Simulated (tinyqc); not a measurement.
# Four-point probe on a layer of finite thickness

Four collinear probes with spacing s on a wide layer of thickness w over an insulator: V/I = (rho/(2 pi s)) S, S = 1 + 4 sum_(k>=1) {[1 + (2 k w/s)^2]^(-1/2) - [4 + (2 k w/s)^2]^(-1/2)}. Thin-film reading rho = (pi/ln 2) w V/I times the factor F1 = 2 ln 2/((w/s) S); bulk reading rho = 2 pi s V/I times 1/S; closed estimate F1 = ln 2/ln[sinh(w/s)/sinh(w/(2 s))]. x = w/s.

Four-point probe on a layer of finite thickness:
```
x,S,F1,1/S,estimate of F1
0.1,13.86,1.000,0.07213,0.9982
0.2,6.931,1.000,0.1443,0.9929
0.3,4.621,1.000,0.2164,0.9841
0.4,3.467,0.9995,0.2884,0.9721
0.6,2.330,0.9918,0.4293,0.9399
0.8,1.793,0.9662,0.5576,0.8989
1,1.504,0.9215,0.6647,0.8523
1.5,1.197,0.7719,0.8352,0.7285
2,1.094,0.6337,0.9142,0.6151
3,1.031,0.4484,0.9703,0.4476
5,1.007,0.2753,0.9931,0.2765
```

F1 falls from 1.000 to 0.275 while 1/S rises from 0.0721 to 0.993. Among the rows the thin-film formula is good to 1 % up to w/s = 0.6 and the bulk formula from w/s = 5 on. The closed estimate is within 7.6 % of the series.

Program tinyqc, `OMP_NUM_THREADS=1 python tinyqc.py 2850220 2850221 out.jsonl`; Intel Xeon 2.30GHz, shared host, one thread, about 0.04 s.
